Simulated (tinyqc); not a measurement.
## Elastic trap-assisted tunnelling through a dielectric: effect of the trap depth

Emitter at x = 0 (Fermi level 0), collector at x = t (Fermi level -V), band edge U(x) = phi - F x, F = V/t. A trap at x has the energy E = U(x) - Et. With G(u) = (4/(3 F)) sqrt(mo/C) max(u, 0)^1.5, C = hbar^2/(2 m0): S1 = G(phi - E) - G(Et), S2 = G(Et) - G(phi - V - E), T1,2 = exp(-S1,2). The steady rate through one trap is nu T1 T2 (f1 - f2)/(T1 + T2), f1 = f(E), f2 = f(E + V), f(y) = 1/(1 + exp(y/Vt)); both contacts offer states at E.

J = q Nt times the integral of the rate over x. Direct S = (4/(3 F)) sqrt(mo/C) [phi^1.5 - max(phi - V, 0)^1.5].

Values chosen for this exercise; dielectric values close to those of silicon dioxide:
- T = 350 K (temperature)
- phi = 3.07 eV (barrier above the emitter Fermi level)
- mo = 0.51 m0 (tunnelling mass)
- t = 5.8 nm (thickness)
- Nt = 5.4e17 cm^-3 (trap density)
- nu = 1e14 1/s (attempt frequency)
- V = 1.59 V (voltage)

Constants: q = 1.602176634e-19 C, kB = 1.380649e-23 J/K, hbar = 1.054571817e-34 J s, m0 = 9.1093837015e-31 kg, Vt = kB T/q, hbar^2/(2 m0) = 0.0380998212 eV nm^2. Results are converted to the units shown.

The same in every row: direct S = 63.7.

Effect of the trap depth:
```
Et (eV)	J (A/cm^2)	x of the peak over t	larger S there
1.38	7.40e-20	0.445	24.9
1.63	3.58e-17	0.454	27.2
1.88	2.01e-14	0.461	29.3
2.13	1.19e-11	0.465	31.2
2.38	9.79e-10	0.457	32.1
2.63	2.37e-10	0.459	34.0
2.88	4.22e-11	0.463	35.7
3.13	8.20e-12	0.466	37.2
3.38	1.72e-12	0.469	38.8
```

J goes from 7.40e-20 through a maximum of 9.79e-10 (at Et = 2.38 eV among the rows listed) to 1.72e-12 A/cm^2. Shallow traps near the emitter lie above its Fermi level and stay empty, while deep traps face higher barriers, so a middle depth conducts best.

Range of the model: Phonon-assisted (inelastic) capture, chains of traps and a spread of trap depths are left out.

Program tinyqc, `OMP_NUM_THREADS=1 python tinyqc.py 2370137 2370138 out.jsonl`; Intel Xeon 2.30GHz, shared host, one thread, about 0.05 s.
